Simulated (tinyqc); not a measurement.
From B fraction on the A sublattice back to ordering energy w = (e_AA + e_BB)/2 - e_AB: order-disorder in a binary alloy on two sublattices: Bragg-Williams and pair (quasi-chemical) approximations. Computed by tinyqc, a small Python program. Command: `OMP_NUM_THREADS=1 python tinyqc.py 3006508 3006509 out.jsonl order inv`. One thread of a shared host (Intel(R) Xeon(R) Processor @ 2.30GHz), about 0.01 s of CPU time with the checks.

All z = 8 neighbours of a site lie on the other sublattice. B fills the sublattices with x + eta/2 and x - eta/2; energies are per site, from the pure components: u = -z w y with y the probability of an A-B bond taken in one order.

Inputs (values chosen for the exercise, for a model alloy): fraction x of B = 0.47; temperature T = 345 K.

Lattice: bcc (B2 order, z = 8). Method: Newton steps.

scattering factors f_A, f_B (electrons): 38  75

Constants: k_B = 8.617333262e-05 eV/K.

Method:
- Bragg-Williams: u = -z w [x (1 - x) + eta^2/4]; minimising f gives ln[a (1 - b)/(b (1 - a))] = 2 z w eta/(k_B T) =: ln Q, a = x + eta/2, b = x - eta/2. For given Q this is a quadratic for eta, (Q - 1) eta^2/4 - (Q + 1) eta/2 + (Q - 1) x (1 - x) = 0, smaller root: the map eta -> phi(eta).
- Newton steps on phi(eta) - eta, with the slope by central differences of 1e-6; start at 0.999 times 2x; stop when |phi - eta| < 1e-10.
- a = x + eta/2, b = x - eta/2; u = -z w [x (1 - x) + eta^2/4]; s/k_B = [s2(a) + s2(b)]/2, s2(c) = -c ln c - (1 - c) ln(1 - c); gain on ordering = f(eta) - f(0), f = u - T s. Superlattice over fundamental intensity = [eta (f_B - f_A)/2]^2/[(1 - x) f_A + x f_B]^2.

Task: A run gave the result below. Find the ordering energy w = (e_AA + e_BB)/2 - e_AB, known to lie between 7.8 and 14 meV.

B fraction on the A sublattice = 0.04442788

Result:

Each step takes the trial c = (a f_b - b f_a)/(f_b - f_a), f being the result less the target and a, b, c the logarithms of the listed values; c replaces end b, the old b replaces a if the sign of f changed, and otherwise f_a is halved.

Scan of the range:

| ordering energy w = (e_AA + e_BB)/2 - e_AB (meV) | B fraction on the A sublattice |
|---|---|
| 7.80 | 0.293886 |
| 8.60 | 0.175049 |
| 9.48 | 0.110419 |
| 10.40 | 0.070774 |
| 11.50 | 0.042194 |
| 12.70 | 0.023950 |
| 14.00 | 0.012804 |

False position (Illinois rule, in the logarithm of the input) inside the bracket:

| step | end a | end b | trial | B fraction on the A sublattice |
|---|---|---|---|---|
| 1 | 10.4000 | 11.5000 | 11.4100 | 0.0440136 |
| 2 | 10.4000 | 11.4100 | 11.3778 | 0.0446832 |
| 3 | 11.4100 | 11.3778 | 11.3900 | 0.0444269 |
| 4 | 11.3778 | 11.3900 | 11.3900 | 0.0444279 |
| 5 | 11.3778 | 11.3900 | 11.3900 | 0.0444279 |
| 6 | 11.3900 | 11.3900 | 11.3900 | 0.0444279 |

B fraction on the A sublattice falls at every point of a 13-point scan of the range (every second point is shown), so one value fits; it is bracketed by 10.4 and 11.5. Answer: ordering energy w = (e_AA + e_BB)/2 - e_AB = 11.39 meV.
